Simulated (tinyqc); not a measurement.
Elastic strain and critical thickness of a cubic alloy layer A(1-x)B(x) on a thick substrate: one step, computed by the program tinyqc. Command: `OMP_NUM_THREADS=1 python tinyqc.py 3024317 3024318 out.jsonl misfit walk`. One thread of a shared host (Intel(R) Xeon(R) Processor @ 2.30GHz), about 0.01 s of CPU time with the checks.

Strain is positive in tension. The layer is coherent with the substrate unless said otherwise.

Question. Symmetric X-ray reflection. Reflection 111: d = a_perp/sqrt(3), with a_perp = a (1 + e_perp) for the coherent layer, a for the relaxed layer and a_S for the substrate; sin(theta) = lambda/(2 d).

Inputs (values chosen for the exercise, modelled on Ga(1-x)In(x)As on GaAs): substrate lattice constant a_S = 5.653 angstrom; X-ray wavelength = 1.540593 angstrom.

Growth plane: (111).

free lattice constant a = 5.77855 angstrom

normal strain e_perp = 0.01065700

Give: Bragg angles; peak separation of the coherent layer.

Answer.

Bragg angles:

| crystal | a_perp (angstrom) | theta (degrees) | from substrate (arcsec) |
|---|---|---|---|
| substrate | 5.653 | 13.65 | 0 |
| coherent layer | 5.840 | 13.21 | -1604 |
| relaxed layer | 5.779 | 13.35 | -1088 |

peak separation of the coherent layer = -1604 arcsec

Caution: above about 2 % misfit, linear elasticity is rough and compressed layers tend to form islands before dislocations.
